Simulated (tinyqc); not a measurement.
# Random telegraph noise from one oxide trap in a small MOSFET: effect of the temperature

An acceptor-like trap exchanges electrons with the channel. Inversion charge Q = Cox u, u = n Vt W0(exp((Vg - VT)/(n Vt))), W0 the Lambert function, n = nf, Cox = eps0 eox/tox; linear regime Id = (W/L) mu Q Vd. Relative to threshold the surface potential rises by Vt ln(u/u0) and the oxide voltage by the rest of Vg - VT, with u0 = n Vt W0(1).

N = Cox u/q; dpsi = Vt ln(u/u0); E = E0 - dpsi - (xt/tox)(Vg - VT - dpsi); capture time tc = 1/[(N/zi) vth s0 exp(-xt/lt - EB/Vt)]; emission time te = tc exp(-E/Vt); occupancy te/(tc + te). A = W L; threshold step dV = q (1 - xt/tox)/(Cox A); gm/Id = 1/(u + n Vt); relative step dI/I = (gm/Id) dV + asc mu/A. fc = (1/tc + 1/te)/(2 pi); rms = (dI/I) sqrt(tc te)/(tc + te). VT, nf, vth and mu are held fixed.

Parameters, values chosen for the exercise; values of the order met in silicon transistors:

| symbol | value | unit | meaning |
|---|---|---|---|
| eox | 25.3 |  | relative permittivity of the gate insulator (close to zirconium oxide) |
| tox | 6 | nm | insulator thickness |
| xt | 0.55 | nm | depth of the trap from the channel interface |
| E0 | 0.05 | eV | trap level above the channel Fermi level at threshold |
| s0 | 4e-15 | cm^2 | capture prefactor |
| EB | 0.46 | eV | capture barrier (lattice relaxation) |
| lt | 0.1 | nm | tunnelling decay length |
| vth | 1.2e7 | cm/s | thermal velocity |
| zi | 2.9 | nm | thickness of the inversion layer |
| VT | 0.48 | V | threshold voltage |
| nf | 1.15 |  | body factor |
| W | 64 | nm | gate width |
| L | 120 | nm | gate length |
| mu | 130 | cm^2/(V s) | mobility |
| asc | 0 | V s | scattering coefficient of the charged trap |
| Vd | 0.02 | V | drain voltage |
| Vg | 0.55 | V | gate voltage |

Constants: q = 1.602176634e-19 C, kB = 1.380649e-23 J/K, Vt = kB T/q, eps0 = 8.8541878128e-14 F/cm where lengths are in cm. Results are converted to the units shown.

Effect of the temperature:

| T (K) | E (eV) | tc (s) | te (s) | occupancy | dI/I (%) | fc (Hz) | rms dI/I (%) |
|---|---|---|---|---|---|---|---|
| 180 | 0.02074 | 9388 | 2466 | 0.2080 | 0.7352 | 8.150e-5 | 0.2984 |
| 210 | 0.01945 | 135.6 | 46.29 | 0.2545 | 0.7044 | 0.004612 | 0.3068 |
| 240 | 0.01838 | 5.616 | 2.309 | 0.2913 | 0.6734 | 0.09728 | 0.3060 |
| 270 | 0.01750 | 0.4693 | 0.2212 | 0.3204 | 0.6433 | 1.059 | 0.3002 |
| 300 | 0.01674 | 0.06408 | 0.03353 | 0.3435 | 0.6144 | 7.230 | 0.2918 |
| 330 | 0.01610 | 0.01251 | 0.007100 | 0.3621 | 0.5871 | 35.14 | 0.2822 |
| 360 | 0.01554 | 0.003190 | 0.001933 | 0.3773 | 0.5614 | 132.2 | 0.2721 |
| 390 | 0.01506 | 0.001000 | 6.390e-4 | 0.3898 | 0.5374 | 408.2 | 0.2621 |

As T goes from 180 to 390, tc falls from 9390 to 0.00100 s, te falls from 2470 to 6.39e-4 s and dI/I falls from 0.735 to 0.537 %. Activation energies over the table: 0.462 eV for capture (EB = 0.46 eV, altered by the change of N) and 0.437 eV for emission.

Range of the model: VT is taken as given; short-channel effects and the uneven flow of current among few electrons are left out.

Program tinyqc, `OMP_NUM_THREADS=1 python tinyqc.py 2710054 2710055 out.jsonl`; Intel Xeon 2.30GHz, shared host, one thread, about 0.01 s.
